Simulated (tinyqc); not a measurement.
# Haynes-Shockley experiment: what a collector records, against the sweep field along the drift

A sheet injected at x = 0, t = 0 gives at x = L the signal n(t) = N0 exp(-t/tau - (L - v t)^2/(4 D t))/sqrt(4 pi D t), D = mu Vt, v = mu F. Its peak lies at tp = [-D + sqrt(D^2 + u^2 L^2)]/u^2, u^2 = v^2 + 4 D/tau; dt is the full width at half height. Simple readings: mobility L/(F tp), diffusion coefficient (L dt/tp)^2/(16 ln 2 tp). Area v times the integral of n over N0: (v/u) exp(L (v - u)/(2 D)).

Values chosen for this exercise: temperature T = 300 K; minority-carrier mobility mu = 7020 cm^2/(V s); lifetime tau = 8.6e-8 s; distance from injector to collector L = 140 um.

Constants: q = 1.602176634e-19 C, kB = 1.380649e-23 J/K, Vt = kB T/q. Results are converted to the units shown.

Haynes-Shockley experiment: what a collector records, against the sweep field along the drift:
```
F (V/cm)  L/v (us)   tp (us)   dt (us)  apparent mobility (cm^2/(V s))  apparent D (cm^2/s)     area  exp(-L/(v tau))
6.8         0.2933    0.1193    0.1470                         1.725e4                224.7  0.05358          0.03303
12          0.1662    0.1012    0.1128                         1.152e4                216.7   0.1422           0.1448
20         0.09972   0.07724   0.07347                            9063                207.0   0.2909           0.3136
35         0.05698   0.05080   0.03826                            7874                197.4   0.4935           0.5155
62         0.03217   0.03057   0.01756                            7387                190.7   0.6759           0.6880
110        0.01813   0.01771  0.007657                            7188                186.7   0.8048           0.8099
190        0.01050   0.01037  0.003412                            7105                184.5   0.8831           0.8851
320       0.006232  0.006191  0.001569                            7066                183.3   0.9293           0.9301
```

What does the comparison show, and why?

True values: mu = 7020 cm^2/(V s), D = 181 cm^2/s. The apparent mobility is 2.46 times the true one in the first row and 0.66 % above it in the last, and the apparent D 24 % above and 0.98 % above D. The peak always comes before L/v, since spreading and decay both weigh down the later part of the signal; the shift is 59 % and 0.66 % in these rows.

Program tinyqc, `OMP_NUM_THREADS=1 python tinyqc.py 2310033 2310034 out.jsonl`; Intel Xeon 2.30GHz, shared host, one thread, about 0.01 s.
